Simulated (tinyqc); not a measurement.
Defect equilibria of an oxide against oxygen pressure (mass action): one step, computed by the program tinyqc.

Defects: oxygen vacancies V (charge +2), electrons n, holes p, the ionic partner X = V_M'' (charge -2), and the dopant. Activities are taken equal to concentrations.

Task: Equilibrium constants. K_r = K_r0 exp(-H_r/k_B T) = [V] n^2 P^(1/2); K_i = N_c N_v exp(-E_g/k_B T) = n p; K_s = K_s0 exp(-H_s/k_B T) = [X] [V].

Inputs (values chosen for the exercise, for a model oxide):
```
quantity                  value             unit
reduction enthalpy H_r     3.52               eV
prefactor K_r0          4.9e+69  cm^-9 atm^(1/2)
gap E_g                    2.82               eV
prefactor N_c N_v         8e+41            cm^-6
disorder enthalpy H_s      4.27               eV
prefactor K_s0          6.4e+44            cm^-6
temperature T               700                K
```

Ionic disorder: Schottky, oxide MO. Dopant (singly charged, fully ionised): acceptor.

Constants: k_B = 8.617333262e-05 eV/K.

Give: K_r; K_i; K_s.

Result:

K_r = 2.225e+44 cm^-9 atm^(1/2)

K_i = 3.981e+21 cm^-6

K_s = 1.158e+14 cm^-6
